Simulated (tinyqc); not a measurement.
From k_eff back to pull rate V: crystal pulling from the melt: segregation, interface stability, heat balance and point-defect regime. Computed by tinyqc, a small Python program. Command: `OMP_NUM_THREADS=1 python tinyqc.py 3013259 3013260 out.jsonl pull inv`. One thread of a shared host (Intel(R) Xeon(R) Processor @ 2.30GHz), about 0.01 s of CPU time with the checks.

A dilute solute; steady pulling with a flat interface unless it is found unstable.

Inputs (values chosen for the exercise, modelled on arsenic in silicon): equilibrium coefficient k0 = 0.3; diffusivity in the melt D = 0.0001 cm^2/s; kinematic viscosity nu = 0.0026 cm^2/s; crystal rotation = 30 rpm.

Method. delta = 1.61 D^(1/3) nu^(1/6) omega^(-1/2), omega = 2 pi rpm/60; k_eff = k0/[k0 + (1 - k0) exp(-V delta/D)] (Burton, Prim and Slichter); the melt at the interface is enriched by k_eff/k0.

Problem. A run gave the result below. Find the pull rate V, known to lie between 0.22 and 0.68 mm/min.

k_eff = 0.3200836

Solution.

Each step takes the trial c = (a f_b - b f_a)/(f_b - f_a), f being the result less the target and a, b, c the logarithms of the listed values; c replaces end b, the old b replaces a if the sign of f changed, and otherwise f_a is halved.

Scan of the range:
```
pull rate V (mm/min)     k_eff
0.220                 0.312175
0.266                 0.314754
0.320                 0.317797
0.387                 0.321594
0.467                 0.326159
0.563                 0.331680
0.680                 0.338473
```

False position (Illinois rule, in the logarithm of the input) inside the bracket:
```
step     end a     end b     trial     k_eff
1     0.320000  0.387000  0.358815  0.319994
2     0.387000  0.358815  0.360342  0.320080
3     0.387000  0.360342  0.360453  0.320087
4     0.360342  0.360453  0.360400  0.320084
```

k_eff rises at every point of a 13-point scan of the range (every second point is shown), so one value fits; it is bracketed by 0.320 and 0.387. Answer: pull rate V = 0.3604 mm/min.
